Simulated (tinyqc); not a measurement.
From a target to a composition: model-solid line-up of a strained alloy layer on a substrate.

Problem. A layer of the alloy is strained to the substrate, and its gap (Ec minus the top valence edge) is given. Find x between 0.02 and 0.75, where the gap is monotonic.

All values of the alloy are linear in x but the gap, Eg(x) = (1 - x) Eg_A + x Eg_B - C x (1 - x), and the valence edge, Ev(x) = (1 - x) Ev_A + x Ev_B + fv C x (1 - x); Ec = Ev + Eg. Ev is the top of the unstrained valence band on a scale common to all materials. In the layer only the Gamma valley of the conduction band is followed, also where an X or L valley would lie lower.

Coherent growth on a (001) face: e_par = (a_s - a)/a, e_perp = -2 (C12/C11) e_par; exx = eyy = e_par, ezz = e_perp, no shear.

Strained edges: Ec + ac tr(e); the valence edges are Ev plus the levels of the 6 x 6 matrix of X, Y, Z times spin with -Dso/3 + l exx + m (eyy + ezz) on the diagonal (cyclic), n exy off it, l = av + 2 b, m = av - b, n = sqrt(3) d. Spin-orbit term (Dso/3) L.sigma on X, Y, Z with (L_k)_ij = -i epsilon_kij: <X+|H|Y+> = -i Dso/3, <X+|H|Z-> = Dso/3, <Y+|H|Z-> = -i Dso/3, <Z+|H|X-> = -Dso/3, <Z+|H|Y-> = i Dso/3, <X-|H|Y-> = i Dso/3, and their conjugates; + and - are the spin along z.

Parameters, chosen for this exercise (A near AlAs, B near GaAs, substrate near Ge; not measured data):

| symbol | value | unit | meaning |
|---|---|---|---|
| a | (5.668, 5.653) | angstrom | lattice constant of A, B |
| Eg | (3.069, 1.52) | eV | gap at Gamma to the s-like level of A, B |
| Dso | (0.281, 0.342) | eV | spin-orbit splitting of A, B |
| Ev | (-1.34, -0.79) | eV | top of the unstrained valence band of A, B |
| ac | (-5.62, -7.08) | eV | conduction deformation potential of A, B |
| av | (2.47, 1.15) | eV | valence hydrostatic potential of A, B |
| b | (-2.27, -2) | eV | tetragonal shear potential of A, B |
| d | (-3.38, -4.74) | eV | trigonal shear potential of A, B |
| C11 | (123.7, 123.4) | GPa | of A, B |
| C12 | (52.7, 56) | GPa | of A, B |
| C44 | (54.9, 59.9) | GPa | of A, B |
| C | 0.334 | eV | bowing of the gap |
| fv | 0.3 |  | share of the bowing taken by the valence edge |
| a_s | 5.651 | angstrom | substrate |
| face | 001 |  | growth face |

strained gap = 1.892028 eV

Find: x; e_par; gap of the relaxed alloy.

Solution. Bisect on x; the strained gap is 3.0465 eV at x = 0.02 and 1.8499 eV at x = 0.75.

x = 0.720
e_par = -0.110 %
gap of the relaxed alloy = 1.886 eV

(tinyqc, `OMP_NUM_THREADS=1 python tinyqc.py 1080669 1080670 out.jsonl`, Intel(R) Xeon(R) Processor @ 2.30GHz, 1 thread, shared host, about 0.01 s.)
